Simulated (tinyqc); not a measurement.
MOS inversion layer, Poisson-Schroedinger loop: two steps of the calculation.

Electrons confined at an insulator interface at z = 0, treated as a hard wall; parabolic valleys, Hartree approximation, no image or exchange terms. The depletion charge lies far deeper than the electrons and gives a uniform field q Nd/(eps0 eps_r); the gate balances all charge. Energies are counted from the band edge at the interface.

Values chosen for this exercise; masses and permittivity close to those of silicon (100): temperature T = 400 K; relative permittivity eps_r = 11.8; mass along z of valley set A (2 valley(s)) mz1 = 0.911 m0; in-plane density-of-states mass of set A md1 = 0.193 m0; in-plane density-of-states mass of set B md2 = 0.417 m0; sheet density of electrons Ns = 2.5e12 cm^-2; sheet density of depletion charge Nd = 3.6e11 cm^-2.

Constants: q = 1.602176634e-19 C, kB = 1.380649e-23 J/K, hbar = 1.054571817e-34 J s, m0 = 9.1093837015e-31 kg, Vt = kB T/q, eps0 = 8.8541878128e-14 F/cm where lengths are in cm, hbar^2/(2 m0) = 0.0380998212 eV nm^2. Results are converted to the units shown.

Problem 1. Fermi level and occupations. Level k holds N_k = D_k Vt ln(1 + exp((EF - E_k)/Vt)) with D = 2 md1 m0 q/(pi hbar^2) for the set A, D = 4 md2 m0 q/(pi hbar^2) for the set B per eV (spin included); EF is fixed by sum N_k = Ns.

levels (eV): A1 0.025040106, A2 0.043329161, B1 0.042714960, B2 0.074452915

Give: EF; N_k.

Solution 1.

EF = -0.058472 eV
N_k (cm^-2): A1 4.7220e11, A2 2.8261e11, B1 1.2426e12, B2 5.0256e11

Problem 2. Closed-form estimates. Triangular well: E_k = a_k (C F^2/mz)^(1/3), a_1 = 2.338107, a_2 = 4.087949, C = hbar^2/(2 m0), F in eV/nm. Fang-Howard (all electrons in the lowest level of set A): b^3 = 6 (mz1/C) q (Nd + 11 Ns/32)/(eps0 eps_r), centroid 3/b, level C b^2/(4 mz1) + (3/b) q (Nd + 11 Ns/16)/(eps0 eps_r). Use F = q (Nd + Ns)/(eps0 eps_r), the surface field, and F = q (Nd + Ns/2)/(eps0 eps_r).

Find: A1 with the surface field; A1 with Nd + Ns/2; A2 with Nd + Ns/2; b; Fang-Howard centroid; Fang-Howard level.

Solution 2.

A1 with the surface field = 0.10093 eV
A1 with Nd + Ns/2 = 0.068813 eV
A2 with Nd + Ns/2 = 0.12031 eV
b = 1.3895 1/nm
Fang-Howard centroid = 2.1591 nm
Fang-Howard level = 0.089012 eV

tinyqc, about 1 s, one thread, Intel Xeon 2.30GHz (shared host): `OMP_NUM_THREADS=1 python tinyqc.py 2160020 2160021 out.jsonl`
